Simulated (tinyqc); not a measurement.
Inside a calculation: shallow acceptor in the spherical four-band model. Values are carried at full precision from step to step, so a last printed digit may differ when a step is redone from the rounded ones.

Units Ry* = Ry/(g1 eps^2) and a* = a0 eps g1; mu = (6 g3 + 4 g2)/(5 g1) is the spherical heavy-light coupling and delta = (g3 - g2)/g1 the cubic term, which is left out.

Constants: Ry = 13.60569312 eV; a0 (Bohr radius) = 0.5291772105 angstrom.

Inputs chosen for the exercise (near those of a shallow acceptor in AlAs; the results hold for these values, not for the real material): g1 = 3.78 (Luttinger gamma1); g2 = 0.82 (gamma2); g3 = 1.41 (gamma3); eps = 10.1 (dielectric constant); al = (0.622, 3.73) 1/a*^2 (exponents a_i, the same for f and g); Dso = 0.295 eV (spin-orbit splitting).

## Units and couplings

Give Ry*, a*, mu, delta and the spherical masses 1/(g1 (1 -/+ mu)).

Ry* = 35.285 meV
a* = 20.20 angstrom
mu = 0.6212
delta = 0.1561

heavy and light mass (m0): 0.6983  0.1632

A hydrogen model with the heavy mass would bind by Ry*/(1 - mu) = 93.1 meV and with the light mass by 21.8 meV. delta/mu = 0.25: the cubic term is a modest correction.

## Matrices in a small basis

The ground state 1S3/2 has an L = 0 part f(r) and an L = 2 part g(r). In units of Ry* and a*, with Gaussians f_i = exp(-a_i r^2), g_i = r^2 exp(-a_i r^2), A = a_i + a_j and I(n) = Gamma((n + 1)/2)/(2 A^((n + 1)/2)): S_ff = I(2), S_gg = I(6), H_ff = (6 a_i a_j/A) I(2) - 2 I(1), H_gg = (14 a_i a_j/A) I(6) - 2 I(5), H_fg = -mu [15 I(2) - 20 a_j I(4) + 4 a_j^2 I(6)]; each function is then normalised. The split-off band is left out.

Form S and H.

S:
```
        f1      f2      g1      g2
f1  1.0000  0.5856       0       0
f2  0.5856  1.0000       0       0
g1       0       0  1.0000  0.2870
g2       0       0  0.2870  1.0000
```

H (Ry*):
```
         f1       f2       g1       g2
f1  -0.6511  -0.8839  -1.4964  -0.4294
f2  -0.8839   5.0261  -2.5750  -8.9735
g1  -1.4964  -2.5750   3.0116   1.4212
g2  -0.4294  -8.9735   1.4212  22.8226
```

## Ground state in the small basis

Solve H u = E S u for the lowest level of the acceptor; the first half of the basis is L = 0 and the second L = 2. Give E, E without the f-g block, and the L = 2 weight u_g S_gg u_g with u S u = 1.

E = -1.452 Ry*
E without coupling = -0.691 Ry*
L = 2 weight = 0.158

Without the coupling the exact value is -1, which this basis, tuned to the compact coupled state, misses by 0.309. The coupling to L = 2 takes the level to 1.45 times that exact value.

## Converged result

Converged values use 22 exponents 2.2^i, i = -7 to 14, for f and for g.
Ground and next level of the same symmetry, L = 2 weight and mean radius.

1S3/2 and 2S3/2 (Ry*): -1.561  -0.446

binding energies (meV): 55.1  15.7

L = 2 weight = 0.173
<r> = 20.6 angstrom

The small basis reaches 93 % of the binding. The ratio 1S/2S is 3.50 (4 for hydrogen). The binding is 0.19 of Dso, so leaving out the split-off band is safe.

## Checks

- Level at mu = 0 against -1 Ry*: both -1.0000.
- Ground level from a second, denser basis, Ry*: both -1.561.

(tinyqc, `OMP_NUM_THREADS=1 python tinyqc.py 1281181 1281182 out.jsonl`, Intel(R) Xeon(R) Processor @ 2.30GHz, 1 thread, shared host, about 0.03 s.)
